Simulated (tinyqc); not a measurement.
Inside a calculation. Model: defect equilibria of an oxide against oxygen pressure (mass action). Computed by tinyqc, a small Python program that keeps every step. Command: `OMP_NUM_THREADS=1 python tinyqc.py 3028342 3028343 out.jsonl brouwer walk`. One thread of a shared host (Intel(R) Xeon(R) Processor @ 2.30GHz), about 0.01 s of CPU time with the checks. Intermediate numbers are printed to about 6 digits and carried at full precision; extremes and crossings named in words are read from the listed rows.

Defects: oxygen vacancies V (charge +2), electrons n, holes p, the ionic partner X = O_i'' (charge -2), and the dopant. Activities are taken equal to concentrations.

Inputs (values chosen for the exercise, for a model oxide): reduction enthalpy H_r = 4.42 eV; prefactor K_r0 = 9.2e+67 cm^-9 atm^(1/2); gap E_g = 3.22 eV; prefactor N_c N_v = 6.3e+41 cm^-6; disorder enthalpy H_s = 3.5 eV; prefactor K_s0 = 1.4e+45 cm^-6; dopant density N_d = 4.7e+18 cm^-3; temperature T = 900 K; oxygen pressure P = 9e-19 atm; electron mobility mu_n = 0.93 cm^2/(V s); hole mobility mu_p = 0.018 cm^2/(V s); vacancy diffusion prefactor D_0 = 0.028 cm^2/s; vacancy migration energy E_m = 0.95 eV.

Ionic disorder: anion Frenkel. Dopant (singly charged, fully ionised): acceptor.

Constants: k_B = 8.617333262e-05 eV/K; e = 1.602176634e-19 C.

## Equilibrium constants

K_r = K_r0 exp(-H_r/k_B T) = [V] n^2 P^(1/2); K_i = N_c N_v exp(-E_g/k_B T) = n p; K_s = K_s0 exp(-H_s/k_B T) = [X] [V].

K_r = 1.63259e+43 cm^-9 atm^(1/2)

K_i = 5.86319e+23 cm^-6

K_s = 3.52363e+25 cm^-6

## Trial electron densities

Neutrality: 2 [V] + p = n + 2 [X] + N_d. With n as the unknown, [V] = K_r/(n^2 P^(1/2)), p = K_i/n, [X] = K_s/[V]; the log ratio is ln(positive/negative).

Densities (cm^-3):
```
n                 [V]            p          [X]  log ratio
1.00e+15  1.72090e+22  5.86319e+08  2.04755e+03     8.8986
1.00e+16  1.72090e+20  5.86319e+07  2.04755e+05     4.2915
1.00e+17  1.72090e+18  5.86319e+06  2.04755e+07    -0.3326
1.00e+18  1.72090e+16  5.86319e+05  2.04755e+09    -5.1096
1.00e+19  1.72090e+14  5.86319e+04  2.04755e+11   -10.6622
```

## Solution at the given pressure

The root is found by 60 bisections in ln n between n = 1e-10 and 1e25 cm^-3.

n = 8.48126e+16 cm^-3

[V] = 2.39241e+18 cm^-3

p = 6.91311e+06 cm^-3

[X] = 1.47284e+07 cm^-3

The largest terms give the Brouwer balance 2 [V] = N_d; the smaller of the two terms is 98 % of the total charge of one sign.

## Conductivities

sigma_n = e n mu_n, sigma_p = e p mu_p, sigma_ion = 2 e [V] mu_V with mu_V = 2 e D/(k_B T) and D = D_0 exp(-E_m/k_B T); only the oxygen vacancies carry ionic current, and the ionic transport number is sigma_ion over the total.

sigma_n = 0.0126373 S/cm

sigma_p = 1.99369e-14 S/cm

sigma_ion = 2.65083e-06 S/cm

total conductivity = 0.0126399 S/cm

ionic transport number = 2.09719e-04

The conductor is mainly n-type electronic here.

## Brouwer diagram

The slope is d log n / d log P from this row and the one above; the last column names the largest term on each side. Pressures that give more than 3e21 cm^-3 are left out.

Log10 of the densities in cm^-3:
```
log10 P (atm)        n      [V]        p      [X]  slope of n      balance
-32            19.8282  19.5565   3.9399  5.99051           -    2 [V] = n
-28            19.1278  18.9572   4.6403  6.58980   -0.175090    2 [V] = n
-24            18.3382  18.5365   5.4299  7.01051   -0.197410  2 [V] = N_d
-20            17.4094  18.3942   6.3588  7.15283   -0.232210  2 [V] = N_d
-16            16.4197  18.3735   7.3484  7.17350   -0.247416  2 [V] = N_d
-12            15.4208  18.3713   8.3474  7.17568   -0.249728  2 [V] = N_d
-8             14.4209  18.3711   9.3472  7.17590   -0.249973  2 [V] = N_d
-4             13.4209  18.3711  10.3472  7.17592   -0.249997  2 [V] = N_d
0              12.4209  18.3711  11.3472  7.17592   -0.250000  2 [V] = N_d
```

Regimes: 2 [V] = n from log P = -32 to -28, where that balance predicts a slope of -1/6 and the table comes as close as -0.175; 2 [V] = N_d from log P = -24 to 0, where that balance predicts a slope of -1/4 and the table comes as close as -0.250.

## Conductivity against oxygen pressure

The formulas are those given above.

Log10 of the conductivities in S/cm:
```
log10 P (atm)    n-type    p-type     ionic     total  ionic transport number
-28             0.30103  -15.8997  -4.99826   0.30104                0.000005
-24            -0.48861  -15.1101  -5.41898  -0.48860                0.000012
-20            -1.41745  -14.1812  -5.56129  -1.41742                0.000072
-16            -2.40711  -13.1916  -5.58196  -2.40682                0.000668
-12            -3.40602  -12.1927  -5.58414  -3.40315                0.006592
-8             -4.40591  -11.1928  -5.58436  -4.37803                0.062183
-4             -5.40590  -10.1928  -5.58438  -5.18500                0.398677
0              -6.40590   -9.1928  -5.58438  -5.52328                0.868753
```

The ionic transport number stays at or below about 0.87: no electrolytic window. The total has no minimum inside this range.

Checks made by the program: the three mass-action laws (relative difference below 1e-10).
